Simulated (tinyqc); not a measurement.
# Signal and retention of a DRAM cell: what changes with what

A stored one starts at Vd and leaks: Cs dV/dt = -I(V), I = a sqrt((V + Vb)/(Vd + Vb)) + b, with a = Ig exp[-(Eg1 q/kB)(1/T - 1/T0)] (generation in a depletion layer) and b = Is exp[-(Es q/kB)(1/T - 1/T0)]. The bit line is precharged to Vd/2, and charge sharing gives the signal (V - Vd/2) Cs/(Cs + Cb).

Values chosen for this exercise:
- Vd = 1.4 V (array voltage)
- Cs = 20 fF (cell capacitance)
- Cb = 108 fF (bit-line capacitance)
- dm = 37 mV (smallest signal that the sense amplifier resolves)
- Vb = 1.2 V (built-in plus back-bias voltage of the storage junction)
- Ig = 0.48 fA (junction leakage at V = Vd and T0)
- Is = 0.32 fA (voltage-independent leakage at T0)
- Es = 0.42 eV (activation energy of Is)
- T0 = 358 K (reference temperature)
- T = 328 K (temperature)
- sg = 0.72 (deviation of ln(retention time) over the cells)
- Nc = 1.72e10 (cells)
- tr = 128 ms (refresh interval)
- Eg1 = 0.51 eV (activation energy of Ig)

Constants: q = 1.602176634e-19 C, kB = 1.380649e-23 J/K. Results are converted to the units shown.

Each table varies one quantity; the others keep the values above.

## Effect of the bit-line capacitance

The cell fails below Vc = Vd/2 + dm (Cs + Cb)/Cs. With s = sqrt((Vc + Vb)/(Vd + Vb)), the time from Vd to Vc is t = [2 Cs (Vd + Vb)/a] [1 - s - (b/a) ln((a + b)/(a s + b))]. This time is the median of a log-normal spread: failing cells = Nc erfc(z/sqrt 2)/2, z = ln(t/tr)/sg.

Effect of the bit-line capacitance:

| Cb (fF) | Vc (V) | retention time (s) | failing cells |
|---|---|---|---|
| 15 | 0.7648 | 66.48 | 3.279e-8 |
| 30 | 0.7925 | 63.47 | 5.763e-8 |
| 45 | 0.8203 | 60.47 | 1.034e-7 |
| 60 | 0.8480 | 57.49 | 1.899e-7 |
| 75 | 0.8758 | 54.51 | 3.574e-7 |
| 90 | 0.9035 | 51.54 | 6.914e-7 |
| 105 | 0.9313 | 48.58 | 1.379e-6 |
| 120 | 0.9590 | 45.63 | 2.843e-6 |

Read the table: what changes, and by how much?

Vc rises by dm/Cs = 1.85 mV for each fF, and the retention time falls from 66.5 to 45.6 s; the margin is gone at Cb = 358 fF.

## Effect of the cell capacitance

Same model as above.

Effect of the cell capacitance:

| Cs (fF) | Vc (V) | retention time (s) | failing cells |
|---|---|---|---|
| 8 | 1.2365 | 6.6647 | 346.33 |
| 12 | 1.0700 | 20.361 | 0.016444 |
| 16 | 0.98675 | 34.155 | 7.3489e-5 |
| 20 | 0.93680 | 47.991 | 1.5891e-6 |
| 24 | 0.90350 | 61.847 | 7.8889e-8 |
| 28 | 0.87971 | 75.716 | 6.5868e-9 |
| 32 | 0.86187 | 89.592 | 7.8694e-10 |

The retention time rises from 6.66 to 89.6 s, as Cs^(2.75) between the first two rows and Cs^(1.26) between the last two: faster than Cs, because the margin Vd - Vc grows too. It vanishes at Cs = 6.03 fF, where even a fresh one gives only dm.

## Failing cells against the refresh interval

Same model as above.

Results:

| tr (ms) | z | failing cells |
|---|---|---|
| 16 | 11.120 | 8.6542e-19 |
| 64 | 9.1943 | 3.2468e-10 |
| 128 | 8.2316 | 1.5891e-6 |
| 256 | 7.2689 | 0.0031177 |
| 512 | 6.3062 | 2.4600 |
| 1024 | 5.3435 | 784.25 |
| 2048 | 4.3808 | 1.0171e5 |

Estimate the missing row, tr = 32 ms.

Computed row:

| tr (ms) | z | failing cells |
|---|---|---|
| 32 | 10.157 | 2.6530e-14 |

With this row back in the table: Doubling the interval lowers z by ln 2/sg = 0.963 and multiplies the count by 30700 between the first two rows and by 130 between the last two. The count passes 1 at tr = 512 ms among the rows.

Range of the model: Real arrays also hold a tail of unusually leaky cells and cells whose retention varies in time, which this model lacks.

Numbers from tinyqc (`OMP_NUM_THREADS=1 python tinyqc.py 2130168 2130169 out.jsonl`; about 0.01 s on one thread of a shared Intel Xeon 2.30GHz).
